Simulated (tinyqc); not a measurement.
IGBT as a p-i-n diode in series with a MOS channel, on-state and switching loss: effect of the width of the drift layer.

High injection (n = p) in a drift layer from x = -W/2 (anode) to +W/2 (cathode side), recombination only in the layer with lifetime tau, ideal emitters. The channel feeds the cathode side and carries the whole current. Auger recombination, carrier-carrier scattering, emitter losses and the carrier dip under the p body are left out.

b = mn/mp, B = (b - 1)/(b + 1), La = sqrt(2 Vt mn mp tau/(mn + mp)), y = W/(2 La). n(x) = (tau J/(2 q La))[cosh(x/La)/sinh y - B sinh(x/La)/cosh y]. Vm = Vt [(8 b/(b + 1)^2)(sinh y/s) arctan(s sinh y) + B ln((1 + B tanh^2 y)/(1 - B tanh^2 y))], s = sqrt(1 - B^2 tanh^2 y); Vj = Vt ln(n(-W/2) n(W/2)/ni^2), ni = sqrt(Nc Nv) exp(-Eg/(2 Vt)), Eg in volts; Vc = J Rch; Von = Vm + Vj + Vc. Stored charge tau J, turn-off energy Eoff = ks tau J Vdc, loss at half duty 0.5 J Von + f Eoff. A unipolar device on the same layer has Vu = J (W/(q mn Nd) + Rch).

Values chosen for this exercise; material values close to those of silicon: temperature T = 400 K; band gap Eg = 1.13 eV; conduction-band density of states at T Nc = 4.28e19 cm^-3; valence-band density of states at T Nv = 4.08e19 cm^-3; electron mobility mn = 743 cm^2/(V s); hole mobility mp = 255 cm^2/(V s); doping of the drift layer Nd = 1.8e13 cm^-3; high-injection lifetime tau = 20 us; current density J = 250 A/cm^2; channel and accumulation resistance Rch = 0.98 mohm cm^2; link voltage Vdc = 1800 V; turn-off energy per stored charge and link voltage ks = 0.1; switching frequency f = 5 kHz.

Constants: q = 1.602176634e-19 C, kB = 1.380649e-23 J/K, Vt = kB T/q. Results are converted to the units shown.

The same in every row: Eoff (mJ/cm^2) = 900.0.

Results:
```
W (um)       y  Von (V)  Vu (V)  total loss (W/cm^2)
140     0.4327    1.189    1634                 4649
180     0.5563    1.182    2100                 4648
310     0.9580    1.193    3617                 4649
410      1.267    1.226    4784                 4653
540      1.669    1.303    6301                 4663
700      2.163    1.461    8167                 4683
```

Estimate the missing row, W = 240 um.

Computed row:
```
W (um)       y  Von (V)  Vu (V)  total loss (W/cm^2)
240     0.7417    1.182    2800                 4648
```

With this row back in the table: As W goes from 140 to 700 um, Von goes from 1.19 through a minimum of 1.18 (at W = 240 um among the rows listed) to 1.46 V, Eoff stays at 900 mJ/cm^2 and the total loss goes from 4649 through a minimum of 4648 (at W = 180 and 240 um among the rows listed) to 4683 W/cm^2. Von is below Vu in 7 of the 7 rows. In every row the density at the anode passes 2e17 cm^-3, where Auger recombination and emitter losses matter.

Program tinyqc, `OMP_NUM_THREADS=1 python tinyqc.py 2590131 2590132 out.jsonl`; Intel Xeon 2.30GHz, shared host, one thread, about 0.01 s.
